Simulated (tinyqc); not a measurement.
Thickness of the second layer from the transmission.

Problem. A two-layer stack carries the voltage V: F1 = V/(t1 + t2 eps1/eps2), F2 = F1 eps1/eps2; U = phi1 - F1 x in layer 1 and phi2 - F1 t1 - F2 (x - t1) in layer 2. T = exp(-S) at E = 0, C = hbar^2/(2 m0). Each layer adds (2/F) sqrt(m/C) [G(u at its left edge) - G(u at its right edge)] to S, with u = U - E (0 where negative) and G(u) = (2/3) u^1.5. Find t2, known to lie between 0.3 and 6 nm, and F1.

Values chosen for this exercise: barrier of layer 1 above the emitter Fermi level at zero bias phi1 = 3.01 eV; tunnelling mass of layer 1 m1 = 0.48 m0; thickness of layer 1 t1 = 0.8 nm; relative permittivity of layer 1 eps1 = 4.05; barrier of layer 2 at zero bias phi2 = 1.53 eV; tunnelling mass of layer 2 m2 = 0.19 m0; relative permittivity of layer 2 eps2 = 21.6; voltage across the dielectric V = 0.9 V.

Constants: q = 1.602176634e-19 C, hbar = 1.054571817e-34 J s, m0 = 9.1093837015e-31 kg, hbar^2/(2 m0) = 0.0380998212 eV nm^2. Results are converted to the units shown.

T at E = 0 = 1.8758856e-7

Answer. Over that range S rises steadily with t2, so S = -ln T has one root, found by bisection.

t2 = 1.60 nm
F1 = 8.18 MV/cm

Program tinyqc, `OMP_NUM_THREADS=1 python tinyqc.py 2540057 2540058 out.jsonl`; Intel Xeon 2.30GHz, shared host, one thread, about 0.02 s.
